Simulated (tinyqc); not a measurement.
How many bands a k.p model needs: band 5 from Gamma to L: k.p theory built from an empirical-pseudopotential calculation at Gamma.

Empirical pseudopotential on the fcc lattice, atoms at +/- tau, tau = a (1,1,1)/8, no spin-orbit coupling. H(G,G') = c (2 pi/a)^2 |k + G|^2 delta + VS(q) cos(q.tau) + i VA(q) sin(q.tau), q = G - G', c = hbar^2/2m0; k and G in units of 2 pi/a; VS at |q|^2 = 3, 8, 11 and VA at 3, 4, 11, in rydberg, zero elsewhere. The basis is fixed: all 113 G with |G|^2 up to Gcut. Energies are counted from the fourth level at Gamma.

k.p in the lowest n states at Gamma: H_nm = (E_n + c k^2) delta + 2 c k.<n|G|m>, k in 1/angstrom; with all states of the basis it is exact.

Constants: hbar^2/2m0 = 3.80998211 eV angstrom^2; Ry = 13.60569312 eV.

Values chosen for the exercise (near those of Si; the results hold for these values, not for the real material): a = 5.442 angstrom (lattice constant); VS = (-0.21, 0.041, 0.079) Ry (symmetric form factors); VA = (0, 0, 0) Ry (antisymmetric form factors); Gcut = 20 (2 pi/a)^2 (largest |G|^2 of the fixed basis).

Band 5 (counted from below) at k = f (0.5, 0.5, 0.5) 2 pi/a; n ends on whole multiplets.

Energies (eV):

| f | n = 8 | n = 15 | n = 27 | n = 113 (exact) |
|---|---|---|---|---|
| 0.000 | 3.400 | 3.400 | 3.400 | 3.400 |
| 0.125 | 3.547 | 3.371 | 3.370 | 3.369 |
| 0.250 | 3.870 | 3.111 | 3.107 | 3.105 |
| 0.375 | 4.195 | 2.788 | 2.780 | 2.773 |
| 0.500 | 4.638 | 2.491 | 2.478 | 2.464 |
| 0.625 | 5.205 | 2.254 | 2.237 | 2.213 |
| 0.750 | 5.896 | 2.090 | 2.067 | 2.030 |
| 0.875 | 6.712 | 2.005 | 1.974 | 1.921 |
| 1.000 | 7.652 | 1.999 | 1.959 | 1.885 |

With n = 8 the band stays within 0.05 eV of the exact one at Gamma only (error at L: +5.767 eV). With n = 15 the band stays within 0.05 eV of the exact one up to f = 0.625 (error at L: +0.114 eV). With n = 27 the band stays within 0.05 eV of the exact one up to f = 0.750 (error at L: +0.074 eV). A smaller basis can only raise a level. The exact band has its minimum on these points at f = 1.000; n = 8 puts it at f = 0.000.

(tinyqc, `OMP_NUM_THREADS=1 python tinyqc.py 1050096 1050097 out.jsonl`, Intel(R) Xeon(R) Processor @ 2.30GHz, 1 thread, shared host, about 0.8 s.)
